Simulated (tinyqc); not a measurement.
## Circuit elements from the admittance matrix

Problem. Y belongs to a common-source circuit with y11 = i w (Cgs + Cgd), y12 = -i w Cgd, y21 = gm - i w Cgd, y22 = gds + i w (Cgd + Cd) and a resistance Rg in series with the gate; w = 2 pi f. Find Rg, Cgs + Cgd, Cgd, gm, gds and Cd.

Parameters, values chosen for the exercise:
- f = 0.07 GHz (signal frequency)

Y with Rg (mS):
```
                              1                              2
1  0.00000034993+0.00221338876i  -0.00000013212-0.00083566362i
2  0.01107219539-0.00083741415i   0.00007866351+0.00197986427i
```

Answer. 1/Y11 = Rg + 1/(i w (Cgs + Cgd)) gives Rg; removing it from Z11 returns the inner y, whose parts are read off.

Rg = 71.43 ohm
Cgs + Cgd = 5.032 fF
Cgd = 1.900 fF
gm = 0.01107 mS
gds = 7.861e-5 mS
Cd = 2.600 fF

Program tinyqc, `OMP_NUM_THREADS=1 python tinyqc.py 2150010 2150011 out.jsonl`; Intel Xeon 2.30GHz, shared host, one thread, about 0.01 s.
